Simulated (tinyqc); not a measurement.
Worked calculation: grain growth, pinning, strength and diffusional creep of a polycrystal or thin film. Computed by tinyqc, a small Python program that keeps every step. Command: `OMP_NUM_THREADS=1 python tinyqc.py 3021586 3021587 out.jsonl grain walk`. One thread of a shared host (Intel(R) Xeon(R) Processor @ 2.30GHz), about 0.01 s of CPU time with the checks. Intermediate numbers are printed to about 6 digits and carried at full precision; extremes and crossings named in words are read from the listed rows.

One mean grain size d describes the structure.

Inputs (values chosen for the exercise, modelled on tungsten):

| quantity | value | unit |
|---|---|---|
| shear modulus G | 166 | GPa |
| Burgers vector b | 2.741 | angstrom |
| atomic volume Omega | 15.85 | angstrom^3 |
| boundary energy gamma | 1.2 | J/m^2 |
| mobility prefactor M0 | 9.2e-05 | m^4/(J s) |
| activation energy of boundary motion Q_m | 4.76 | eV |
| anneal temperature T | 2026 | K |
| anneal time t | 1700 | s |
| initial grain size d0 | 110 | nm |
| particle volume fraction f | 0.0054 | - |
| particle radius r | 3.8 | nm |
| film thickness h | 110 | nm |
| surface energy gamma_s | 3.3 | J/m^2 |
| friction stress sigma_0 | 540 | MPa |
| Hall-Petch slope k_y | 0.81 | MPa m^0.5 |
| lattice diffusion energy Q_l | 5.72 | eV |
| boundary diffusion energy Q_b | 3.79 | eV |
| lattice prefactor D0 | 0.00019 | m^2/s |
| boundary prefactor delta D0b | 1.2e-14 | m^3/s |
| applied stress sigma | 41 | MPa |
| service temperature T_c | 1034 | K |

Sample: thin film on a substrate.

Constants: k_B = 8.617333262e-05 eV/K; k_B = 1.380649e-23 J/K.

## Mobility and the sizes at which growth stops

M = M0 exp(-Q_m/(k_B T)). The driving pressure is 2 gamma/d. Zener pinning pressure 3 f gamma/(2 r) stops growth at d_Z = 4 r/(3 f). Grooves where boundaries meet the surface have the angle theta = arcsin(gamma/(2 gamma_s)) and are taken to stop growth at d_h = h/(2 theta), a few film thicknesses; the limit is 1/d_lim = 1/d_Z + 1/d_h.

mobility M = 1.32753e-16 m^4/(J s)

Zener size d_Z = 938.272 nm

groove angle theta = 0.182835 rad

groove limit d_h = 300.817 nm

limit d_lim = 227.787 nm

The grooves set the tighter limit.

## Grain size after the anneal

dd/dt = 2 M gamma (1/d - 1/d_lim) integrates to 2 M gamma t = d_lim (d0 - d) + d_lim^2 ln[(d_lim - d0)/(d_lim - d)]; without pinning d^2 = d0^2 + 4 M gamma t.

size without pinning = 1046.60 nm

grain size d = 227.785 nm

Growth has stagnated at the limit.

## Yield stress

Hall-Petch term k_y/sqrt(d). Orowan term 3.06 x 0.4 G b ln(2 rbar/b)/(pi lambda sqrt(1 - nu)) with nu = 1/3, rbar = sqrt(2/3) r, lambda = rbar (sqrt(pi/f) - 2). Film term (threading dislocation, matched substrate, the geometry of an fcc (111) film taken for all cases): 3.464 G b ln(2 h/b)/(4 pi (1 - nu) h). The terms are added to sigma_0.

Hall-Petch term = 1697.16 MPa

Orowan term = 986.916 MPa

film term = 1143.86 MPa

yield stress = 4367.93 MPa

The largest term is the Hall-Petch one. The anneal changed the Hall-Petch term from 2442 to 1697 MPa.

## Diffusional creep at T_c

Nabarro-Herring rate = 14 sigma Omega D_l/(k_B T d^2), D_l = D0 exp(-Q_l/(k_B T)); Coble rate = 14 pi sigma Omega delta D_b/(k_B T d^3), delta D_b = delta D0b exp(-Q_b/(k_B T)); they are equal at d_x = pi delta D_b/D_l.

Nabarro-Herring rate = 3.07905e-19 1/s

Coble rate = 6.84550e-13 1/s

crossover size d_x = 506423 micrometre

time to 1 % strain = 1.46081e+10 s

Boundary diffusion carries the creep, by a factor 2.2e6. Caution: the time to 1 % strain exceeds a century, so diffusional creep is negligible in practice.

## Strength against creep resistance

Hall-Petch term k_y/sqrt(d).

At T_c and sigma:

| d (nm) | Hall-Petch term (MPa) | Nabarro-Herring (1/s) | Coble (1/s) | time to 1 % (s) |
|---|---|---|---|---|
| 30 | 4676.54 | 1.77511e-17 | 2.99652e-10 | 3.33721e+07 |
| 100 | 2561.44 | 1.59760e-18 | 8.09060e-12 | 1.23600e+09 |
| 300 | 1478.85 | 1.77511e-19 | 2.99652e-13 | 3.33721e+10 |
| 1000 | 810.00 | 1.59760e-20 | 8.09060e-15 | 1.23600e+12 |
| 3000 | 467.65 | 1.77511e-21 | 2.99652e-16 | 3.33719e+13 |
| 10000 | 256.14 | 1.59760e-22 | 8.09060e-18 | 1.23598e+15 |
| 100000 | 81.00 | 1.59760e-24 | 8.09060e-21 | 1.23576e+18 |

From 100 micrometre to 30 nm grains the Hall-Petch term grows 58 times, while the time to 1 % strain shrinks by 10.6 decades. Coble creep rules in 7 of the seven rows (d_x is a millimetre or more). Fine grains resist slip but creep fast. The Hall-Petch value at 30 nm is at the edge of that law, and in a film grains much larger than h lose atoms to the surfaces instead.

## Growth with time

The formulas are those given above.

At T:

| t (s) | free growth (nm) | pinned growth (nm) | d/d_lim |
|---|---|---|---|
| 0.24 | 110.693 | 110.358 | 0.484480 |
| 0.81 | 112.322 | 111.200 | 0.488177 |
| 2.4 | 116.745 | 113.486 | 0.498209 |
| 8.1 | 131.383 | 120.997 | 0.531186 |
| 24 | 165.509 | 137.830 | 0.605082 |
| 81 | 252.417 | 173.610 | 0.762161 |
| 240 | 406.241 | 210.425 | 0.923778 |
| 810 | 726.805 | 227.300 | 0.997863 |

The apparent exponent d ln d/d ln t of the pinned growth is at most about 0.19, below the ideal 1/2, and falls to 0.063 in the last rows: the initial size hides the law early and pinning hides it late.

Checks made by the program: d against numerical integration (relative difference below 1e-10).
